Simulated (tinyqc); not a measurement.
Stark shift: quantum well in an electric field by finite differences.

Finite differences on points z_i at the centres of cells of width h: H_ii = (c/h^2)(1/m_(i-1/2) + 1/m_(i+1/2)) + V_i, H_(i,i+1) = -(c/h^2)/m_(i+1/2), where m_(i+1/2) is the mean of the masses at the two points (the end values are repeated outwards), psi = 0 on the points beyond both ends, c = hbar^2/2m0. The field adds e F (z - z0) with z0 the middle of the structure; 1 kV/cm = 1e-5 eV/angstrom.

Constants: hbar^2/2m0 = 3.80998211 eV angstrom^2.

Inputs chosen for the exercise (out of a larger set: near those of an InGaAs well in InP; not measured data):
- layers = ((136, 0.242, 0.08), (136, 0, 0.0402), (136, 0.242, 0.08)) (each layer: thickness in angstrom, band edge in eV, mass in m0)
- hf = 2.125 angstrom (cell width of the fine grid)
- Fs = (0, 6.67, 13.3, 20, 26.7, 33.3, 40) kV/cm (fields)

Fine grid. Perturbation theory: dE1 = e F z_11 - beta (e F)^2 with beta = sum_j z_1j^2/(E_j - E_1) over the 13 next levels at zero field, z from z0.

Levels against field:
```
F (kV/cm)  E1 (eV)  E2 (eV)  dE1 (meV)  second order (meV)  <z - z0> (angstrom)  E2 - E1 (meV)
0           0.0256   0.1041       0.00                0.00                  0.0           78.5
6.67        0.0255   0.1041      -0.07               -0.07                 -2.0           78.6
13.3        0.0254   0.1042      -0.26               -0.26                 -3.9           78.8
26.7        0.0246   0.1043      -1.04               -1.05                 -7.7           79.8
33.3        0.0240   0.1045      -1.61               -1.63                 -9.6           80.5
40.0        0.0233   0.1046      -2.32               -2.35                -11.4           81.3
```

Give the missing row, F (kV/cm) = 20.0.

Computed row:
```
F (kV/cm)  E1 (eV)  E2 (eV)  dE1 (meV)  second order (meV)  <z - z0> (angstrom)  E2 - E1 (meV)
20.0        0.0250   0.1042      -0.59               -0.59                 -5.8           79.2
```

z_11 = 0.00 angstrom
beta = 1.470e+04 angstrom^2/eV

At zero field the state is centred, so the shift starts as F^2; it turns linear only if the state is pulled to one side. At 40 kV/cm E1 has moved by -2.32 meV, where second order gives -2.35 meV; they differ by 1.5 % there. The electron moves by -11.4 angstrom, against the rise of the potential. E2 - E1 grows with the field; the ends are 78.5 and 81.3 meV.

Computed by tinyqc, a small Python program: `OMP_NUM_THREADS=1 python tinyqc.py 1280275 1280276 out.jsonl` (the numbers bound the seed that draws the inputs); one thread of a shared host (Intel(R) Xeon(R) Processor @ 2.30GHz), about 0.02 s for the whole set of steps.
